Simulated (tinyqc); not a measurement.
X-ray photoelectron analysis of a thin oxide on a semiconductor: attenuation lengths, thickness, angle series and band offsets: one step, computed by the program tinyqc.

The same element is seen in the oxide and in the substrate, at nearly the same kinetic energy; films are flat and uniform, and the work function is ignored.

Problem. Inelastic mean free paths. TPP-2M: lambda = E/(E_p^2 [b ln(c E) - C/E + D/E^2]) in angstrom, E_p = 28.8 sqrt(N_v rho/M), b = -0.10 + 0.944/sqrt(E_p^2 + E_g^2) + 0.069 rho^0.1, c = 0.191/sqrt(rho), U = N_v rho/M, C = 1.97 - 0.91 U, D = 53.4 - 20.8 U, with E = photon energy less binding energy in eV. Attenuation length L = factor x lambda.

Inputs (values chosen for the exercise, modelled on SiO2 on silicon):
```
quantity                                           value    unit
photon energy                                     1486.6      eV
binding energy of the core level                    99.4      eV
oxide density                                       2.23  g/cm^3
oxide formula mass                                 60.08   g/mol
valence electrons per oxide formula                   16       -
oxide gap                                           9.01      eV
substrate density                                   2.33  g/cm^3
substrate formula mass                             28.09   g/mol
valence electrons per substrate formula                4       -
substrate gap                                       1.12      eV
attenuation length over inelastic mean free path    0.95       -
```

Give: kinetic energy E; the table «Terms» with the columns E_p (eV), b, c, lambda (nm), for layer = oxide, substrate; L in the oxide; L in the substrate.

Solution.

kinetic energy E = 1387.2 eV

Terms:
```
layer      E_p (eV)        b       c  lambda (nm)
oxide         22.19  0.01417  0.1279        3.891
substrate     16.59  0.03187  0.1251        3.090
```

L in the oxide = 3.696 nm

L in the substrate = 2.935 nm
